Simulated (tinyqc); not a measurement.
Resistance of a tapered via with liner, size effect and interface: one step of the calculation.

A round via whose diameter grows from db at the bottom as D(z) = db + 2 z/tan(ang). The fill, of diameter D - 2 tl, starts above the bottom liner (thickness fb tl) and has rho = rho0 (1 + ks lam/(D - 2 tl)); the sidewall liner conducts in parallel with it. The bottom liner and the interface are crossed over the full area pi db^2/4. Spreading in the lines above and below is left out.

Question. Slices of the via. Slices between z0 = fb tl and hv, evaluated at their midpoints: conductance per length pi/4 [(D - 2 tl)^2/rho + (D^2 - (D - 2 tl)^2)/rl], slice resistance = slice height over that. 8 slices.

Parameters, values chosen for the exercise; fill metal close to cobalt:
- db = 31 nm (diameter at the bottom)
- hv = 67 nm (height)
- ang = 86 degrees (sidewall angle)
- rho0 = 6.09 uohm cm (bulk resistivity of the fill)
- lam = 12 nm (mean free path of the fill)
- ks = 1.4 (size-effect factor)
- tl = 1.1 nm (liner on the sidewall)
- fb = 1 (liner at the bottom over that on the sidewall)
- rl = 310 uohm cm (resistivity of the liner)

Wanted: z; D; rho; slice resistance.

Answer.

```
slice	z (nm)	D (nm)	rho (uohm cm)	slice resistance (ohm)
0	5.219	31.73	9.555	1.144
1	13.46	32.88	9.425	1.045
2	21.69	34.03	9.304	0.9588
3	29.93	35.19	9.192	0.8824
4	38.17	36.34	9.087	0.8146
5	46.41	37.49	8.989	0.7542
6	54.64	38.64	8.898	0.7002
7	62.88	39.79	8.811	0.6517
```

Numbers from tinyqc (`OMP_NUM_THREADS=1 python tinyqc.py 2750109 2750110 out.jsonl`; about 0.01 s on one thread of a shared Intel Xeon 2.30GHz).
